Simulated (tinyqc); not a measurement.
Six-band Luttinger-Kohn model with strain, step by step. Values are carried at full precision from step to step, so a last printed digit may differ when a step is redone from the rounded ones.

Constants: hbar^2/2m0 = 3.80998211 eV angstrom^2.

Values chosen for the exercise (near those of AlAs; not measured data):
```
symbol  value              unit        meaning
C11     125.6              GPa
C12     53.6               GPa
C44     54.6               GPa
load    uniaxial [111]                 kind of stress
X       -2.39              GPa         stress
Dso     0.279              eV          spin-orbit splitting
g1      3.76                           Luttinger gamma1
g2      0.82                           gamma2
g3      1.42                           gamma3
av      2.49               eV          valence hydrostatic potential
b       -2.32              eV          tetragonal shear potential
d       -3.42              eV          trigonal shear potential
k       (0.056, 0.039, 0)  1/angstrom  wave vector
kmax    0.1                1/angstrom  end of the path
```

## Strain from a uniaxial [111] stress

s11 = (C11 + C12)/((C11 - C12)(C11 + 2 C12)), s12 = -C12/((C11 - C12)(C11 + 2 C12)), s44 = 1/C44; exx = s11 sxx + s12 (syy + szz) and cyclic, exy = s44 sxy/2; tension is positive. A uniaxial stress X along the unit vector n is s_ij = X n_i n_j.

s11, s12, s44 (1/TPa): [10.6911, -3.1978, 18.3150]

strain tensor, rows x, y, z and columns alike:
$$\begin{pmatrix}
-0.003422 & -0.007295 & -0.007295 \\
-0.007295 & -0.003422 & -0.007295 \\
-0.007295 & -0.007295 & -0.003422
\end{pmatrix}$$

The volume changes by -1.027 %; there is shear in the cubic axes, so d enters.

## The terms P, Q, R, S at one k

P = c g1 k^2 - av tr(e); Q = c g2 (kx^2 + ky^2 - 2 kz^2) - (b/2)(exx + eyy - 2 ezz); R = c sqrt3 [-g2 (kx^2 - ky^2) + 2i g3 kx ky] + (sqrt3/2) b (exx - eyy) - i d exy; S = 2 c sqrt3 g3 (kx - i ky) kz - d (exz - i eyz); c = hbar^2/2m0, e the strain tensor (not engineering shear).

Form the four terms.

Terms (eV):
```
term             from k        from strain
P               0.06671            0.02556
Q               0.01455            0.00000
R     -0.00874+0.04093i          -0.02495i
S               0.00000  -0.02495+0.02495i
```

## The Hamiltonian

Six-band Luttinger-Kohn model in the basis |3/2,3/2>, |3/2,1/2>, |3/2,-1/2>, |3/2,-3/2>, |1/2,1/2>, |1/2,-1/2>, electron energies, zero at the top of the unstrained valence band. H = -[rows: (P+Q, -S, R, 0, -S/r2, r2 R); (-S*, P-Q, 0, R, -r2 Q, r32 S); (R*, 0, P-Q, S, r32 S*, r2 Q); (0, R*, S*, P+Q, -r2 R*, -S*/r2); (-S*/r2, -r2 Q, r32 S, -r2 R, P+Dso, 0); (r2 R*, r32 S*, r2 Q, -S/r2, 0, P+Dso)], r2 = sqrt(2), r32 = sqrt(3/2). Levels are twofold.

Each term is the sum of its two parts.

H(k) (eV), rows 3/2,3/2, 3/2,1/2, 3/2,-1/2, 3/2,-3/2, 1/2,1/2, 1/2,-1/2 and columns alike:
$$\begin{pmatrix}
-0.1068 & -0.0250+0.0250i & 0.0087-0.0160i & 0 & -0.0176+0.0176i & 0.0124-0.0226i \\
-0.0250-0.0250i & -0.0777 & 0 & 0.0087-0.0160i & 0.0206 & 0.0306-0.0306i \\
0.0087+0.0160i & 0 & -0.0777 & 0.0250-0.0250i & 0.0306+0.0306i & -0.0206 \\
0 & 0.0087+0.0160i & 0.0250+0.0250i & -0.1068 & -0.0124-0.0226i & -0.0176-0.0176i \\
-0.0176-0.0176i & 0.0206 & 0.0306-0.0306i & -0.0124+0.0226i & -0.3713 & 0 \\
0.0124+0.0226i & 0.0306+0.0306i & -0.0206 & -0.0176+0.0176i & 0 & -0.3713
\end{pmatrix}$$

## Levels and their make-up

Diagonalise H. The weights add +m and -m and are averaged over each pair; m is taken along z.

levels from the top, each twofold (eV): [-0.0468, -0.1244, -0.3846]

weights, rows |3/2,+-3/2>, |3/2,+-1/2>, |1/2,+-1/2>; columns top, second, third:
$$\begin{pmatrix}
0.295 & 0.684 & 0.021 \\
0.694 & 0.279 & 0.028 \\
0.011 & 0.037 & 0.952
\end{pmatrix}$$

The top pair is 69 % |3/2,+-1/2>, the second pair is 68 % |3/2,+-3/2> and the third pair is 95 % |1/2,+-1/2>.

## Band edges at k = 0
Diagonalise H at k = 0. The weights add +m and -m (m along z) and are averaged over each pair.

edges from the top (eV): [0.0289, -0.0688, -0.3158]

weights at k = 0, rows |3/2,+-3/2>, |3/2,+-1/2>, |1/2,+-1/2>; columns top, second, third:
$$\begin{pmatrix}
0.484 & 0.500 & 0.016 \\
0.484 & 0.500 & 0.016 \\
0.033 & 0.000 & 0.967
\end{pmatrix}$$

The stress splits the top two pairs by 97.6 meV, 3.78 times kT at 300 K (25.85 meV); the third lies 344.6 meV below the top, against Dso = 279 meV without stress.

## Polarisation of the edge transitions

In the basis X, Y, Z times spin, H(k = 0) has -Dso/3 + l exx + m (eyy + ezz) on the diagonal (cyclic) and n exy off it, l = av + 2 b, m = av - b, n = sqrt(3) d. Spin-orbit term (Dso/3) L.sigma on X, Y, Z with (L_k)_ij = -i epsilon_kij: <X+|H|Y+> = -i Dso/3, <X+|H|Z-> = Dso/3, <Y+|H|Z-> = -i Dso/3, <Z+|H|X-> = -Dso/3, <Z+|H|Y-> = i Dso/3, <X-|H|Y-> = i Dso/3, and their conjugates; + and - are the spin along z. The strength of a transition to an s-like conduction level for light polarised along the unit vector u is the weight of the orbital ux X + uy Y + uz Z in the valence state, summed over spin and averaged over the pair.

strain block of X, Y, Z (eV), rows X, Y, Z and columns alike:
$$\begin{pmatrix}
-0.02556 & 0.04322 & 0.04322 \\
0.04322 & -0.02556 & 0.04322 \\
0.04322 & 0.04322 & -0.02556
\end{pmatrix}$$

Relative strengths:
```
polarisation    top  second  third
[100]         0.333   0.333  0.333
[010]         0.333   0.333  0.333
[001]         0.333   0.333  0.333
[110]         0.578   0.167  0.255
[1-10]        0.088   0.500  0.412
[111]         0.823   0.000  0.177
```

The top pair is strongest for light along [111] (0.823) and weakest along [1-10] (0.088); without strain every direction has 1/3 on average over the fourfold top. For each polarisation the three pairs add up to 1.

## Hole masses at the edges

Curvature at k = 0: m/m0 = -2 c h^2/(E(h u) + E(-h u) - 2 E(0)) with h = 0.0002 1/angstrom along the unit vector u.

Hole masses (m0):
```
direction    top  second  third
[110]      0.171   0.427  0.323
[1-10]     0.597   0.193  0.226
[100]      0.266   0.266  0.266
[001]      0.266   0.266  0.266
```

Of the directions listed, the top pair is lightest along [110] (0.171) and heaviest along [1-10] (0.597). These masses hold only for hole energies well below the splitting of 98 meV.

## Bands along [110] and [001]

Six points from 0 to kmax in each direction.

Levels (eV):
```
direction  |k| (1/angstrom)      top   second    third  top, no stress  second, no stress
[110]                 0.000   0.0289  -0.0688  -0.3158          0.0000             0.0000
[110]                 0.020   0.0201  -0.0724  -0.3206         -0.0018            -0.0096
[110]                 0.040  -0.0038  -0.0845  -0.3362         -0.0070            -0.0370
[110]                 0.060  -0.0350  -0.1089  -0.3665         -0.0152            -0.0781
[110]                 0.080  -0.0628  -0.1488  -0.4191         -0.0260            -0.1260
[110]                 0.100  -0.0854  -0.1970  -0.5031         -0.0386            -0.1741
[001]                 0.000   0.0289  -0.0688  -0.3158          0.0000             0.0000
[001]                 0.020   0.0232  -0.0745  -0.3215         -0.0032            -0.0082
[001]                 0.040   0.0072  -0.0922  -0.3394         -0.0129            -0.0322
[001]                 0.060  -0.0169  -0.1224  -0.3711         -0.0291            -0.0702
[001]                 0.080  -0.0468  -0.1642  -0.4197         -0.0517            -0.1190
[001]                 0.100  -0.0814  -0.2147  -0.4893         -0.0808            -0.1743
```

## Checks

- Levels against the same model in the basis X, Y, Z times spin: they agree to 1e-10 or better.

Computed by tinyqc, a small Python program: `OMP_NUM_THREADS=1 python tinyqc.py 1081024 1081025 out.jsonl` (the numbers bound the seed that draws the inputs); one thread of a shared host (Intel(R) Xeon(R) Processor @ 2.30GHz), about 0.1 s for the whole set of steps.
